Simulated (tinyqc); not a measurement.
Coherent potential approximation for a binary alloy with a semi-elliptic band: one step. Densities on A and B, and the lifetime. Three cases, with inputs chosen for the exercise.

Task: G_i = G/(1 - (e_i - S) G); densities -Im G_i/pi; their weighted sum must be -Im G/pi. Lifetime hbar/(2 |Im S|), which has a meaning only while |Im S| is small against W. Weak-scattering value of S: x (1 - x) d^2 G.

Site levels eA = -x d (share 1 - x) and eB = (1 - x) d (share x), so that their mean, the virtual crystal, is 0. Pure band: G0(z) = 2 (z - sqrt(z - W) sqrt(z + W))/W^2 with principal roots, density -Im G/pi per site. The medium has a self-energy S(z), G = G0(z - S), z = E + i eta. t_i = (e_i - S)/(1 - (e_i - S) G); the CPA demands <t> = (1 - x) tA + x tB = 0. Iteration: start at S = 0, set S(new) = S + <t>/(1 + <t> G), stop when |<t>| < 1e-9 eV.

Constants: hbar = 6.58211957e-16 eV s.

Give: densities; lifetime; weak-scattering S.

Case 1.

Values chosen: x = 0.25 (fraction of B); d = 5.35 eV (eB - eA).

eA, eB (eV): -1.337500  4.012500

S = -1.2897723-0.5487737i eV
G = 0.1006263-0.4666257i 1/eV

Result:

densities (1/eV): on A 0.1919, on B 0.0184, weighted sum 0.1485, medium 0.1485

lifetime = 0.600 fs
weak-scattering S = 0.5400-2.5042i eV

An A site carries the larger density here, by a factor 10.41; the weak-scattering value is 191 % from S.

Case 2.

Values chosen: x = 0.4 (fraction of B); d = 0.61 eV (eB - eA).

eA, eB (eV): -0.244000  0.366000

S = 0.0667993-0.0847537i eV
G = 0.6584629-0.8525214i 1/eV

Result:

densities (1/eV): on A 0.1733, on B 0.4185, weighted sum 0.2714, medium 0.2714

lifetime = 3.88 fs
weak-scattering S = 0.0588-0.0761i eV

A B site carries the larger density here, by a factor 2.41; the weak-scattering value is 11 % from S.

Case 3.

Values chosen: x = 0.15 (fraction of B); d = 3.76 eV (eB - eA).

eA, eB (eV): -0.564000  3.196000

S = -0.8703546-0.1966484i eV
G = 0.5552991-0.2326662i 1/eV

Result:

densities (1/eV): on A 0.0834, on B 0.0214, weighted sum 0.0741, medium 0.0741

lifetime = 1.67 fs
weak-scattering S = 1.0010-0.4194i eV

An A site carries the larger density here, by a factor 3.89; the weak-scattering value is 211 % from S.

Computed by tinyqc, one run a case: `OMP_NUM_THREADS=1 python tinyqc.py N N+1 out.jsonl` with N = 1450054, 1450085, 1450261; one thread of a shared Intel(R) Xeon(R) Processor @ 2.30GHz, about 0.01 s a run at most.
